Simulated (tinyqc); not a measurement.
Ten-year voltage from two stress tests.

Inverse problem. Lifetimes follow tau = t0 exp(B/Vd). Ten years are 3.15576e8 s. Find B, t0 and the drain voltage for ten years.

lifetimes at Vd = 4.4 and 4.9 V (s): 9.8e5  2.32689444e5

Solution. ln(tau) is linear in 1/Vd.

B = 62.0 V
t0 = 0.744 s
ten-year voltage = 3.12 V

tinyqc, about 0.01 s, one thread, Intel Xeon 2.30GHz (shared host): `OMP_NUM_THREADS=1 python tinyqc.py 2550164 2550165 out.jsonl`
